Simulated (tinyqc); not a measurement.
# p-n diode with diffusion and depletion-layer recombination: currents and ideality against junction voltage

Abrupt junction in the depletion approximation, low injection, full ionisation, neutral widths fixed, ohmic contact on the p side. Vj is the junction voltage; where a series resistance Rs is given, V = Vj + J Rs is the terminal voltage.

ni = sqrt(Nc Nv) exp(-Eg/(2 Vt)), Eg in volts; D = mu Vt; Ln = sqrt(Dn tn), Lp = sqrt(Dp tp); J0n = q ni^2 Dn coth(wp/Ln)/(Ln Na); J0p = (q ni^2 Dp/(Lp Nd)) (s + tanh(wn/Lp))/(1 + s tanh(wn/Lp)), s = Sp Lp/Dp. J_diff = (J0n + J0p)(exp(Vj/Vt) - 1). Vbi = Vt ln(Na Nd/ni^2), W = sqrt(2 eps0 eps_r (Vbi - Vj)(1/Na + 1/Nd)/q), xp = W Nd/(Na + Nd), xn = W Na/(Na + Nd); u(x) = q Na (x + xp)^2/(2 eps0 eps_r) for x < 0 and Vbi - Vj - q Nd (xn - x)^2/(2 eps0 eps_r) for x > 0; p = Na exp(-u/Vt), n = Nd exp((u - Vbi + Vj)/Vt); U = ni^2 (exp(Vj/Vt) - 1)/(tp (n + ni exp(Et/Vt)) + tn (p + ni exp(-Et/Vt))); J_scr = q times the integral of U from -xp to xn. J = J_diff + J_scr. Ideality = (1/Vt) dVj/d ln J or (1/Vt) dV/d ln J; last column ni^2 exp(Vj/Vt)/N^2.

Values chosen for this exercise; band and dielectric values close to those of silicon:
- T = 300 K (temperature)
- Eg = 1.13 eV (band gap)
- eps_r = 11.5 (relative permittivity)
- Nc = 2.8e19 cm^-3 (conduction-band density of states at T)
- Nv = 2.66e19 cm^-3 (valence-band density of states at T)
- Na = 2.3e16 cm^-3 (acceptor density)
- Nd = 1.5e17 cm^-3 (donor density)
- mun = 1100 cm^2/(V s) (electron mobility in the p side)
- mup = 270 cm^2/(V s) (hole mobility in the n side)
- tn = 8e-8 s (electron lifetime)
- tp = 5e-7 s (hole lifetime)
- wp = 56 um (neutral width of the p side)
- wn = 1.5 um (neutral width of the n side)
- Sp = 1e7 cm/s (recombination velocity at the n contact)
- Rs = 0.00013 ohm cm^2 (series resistance)
- Et = 0 eV (trap level above the intrinsic level)

Constants: q = 1.602176634e-19 C, kB = 1.380649e-23 J/K, Vt = kB T/q, eps0 = 8.8541878128e-14 F/cm where lengths are in cm. Results are converted to the units shown.

Results:
columns A: Vj (V); B: J_diff (A/cm^2); C: J_scr (A/cm^2); D: J (A/cm^2); E: V (V); F: ideality against Vj; G: ideality against V; H: minority/doping, lighter side
```
A            B         C         D       E      F      G          H
0.2   3.209e-8  3.140e-7  3.461e-7  0.2000  1.727  1.727  3.352e-10
0.26  3.270e-7  1.084e-6  1.411e-6  0.2600  1.559  1.559   3.414e-9
0.32  3.330e-6  3.746e-6  7.077e-6  0.3200  1.325  1.325   3.477e-8
0.37  2.304e-5  1.063e-5  3.366e-5  0.3700  1.169  1.169   2.405e-7
0.43  2.346e-4  3.780e-5  2.724e-4  0.4300  1.066  1.066   2.450e-6
0.54   0.01653  4.203e-4   0.01695  0.5400  1.010  1.011   1.726e-4
0.6     0.1684  0.001652    0.1700  0.6000  1.004  1.005   0.001758
0.66     1.715  0.006334     1.721  0.6602  1.002  1.010    0.01790
```

Estimate the missing row, Vj = 0.49 V.

Computed row:
columns A: Vj (V); B: J_diff (A/cm^2); C: J_scr (A/cm^2); D: J (A/cm^2); E: V (V); F: ideality against Vj; G: ideality against V; H: minority/doping, lighter side
```
A            B         C         D       E      F      G         H
0.49  0.002390  1.384e-4  0.002528  0.4900  1.024  1.024  2.495e-5
```

With this row back in the table: The ideality against Vj falls from 1.73 to 1.00. Diffusion overtakes recombination in the layer between Vj = 0.32 and 0.37 V. J_scr alone has an ideality of 1.87 between the first two rows and 1.73 between the last two.

Computed by the program tinyqc: `OMP_NUM_THREADS=1 python tinyqc.py 2260046 2260047 out.jsonl`, one thread of a shared Intel Xeon 2.30GHz, about 0.01 s for the whole run.
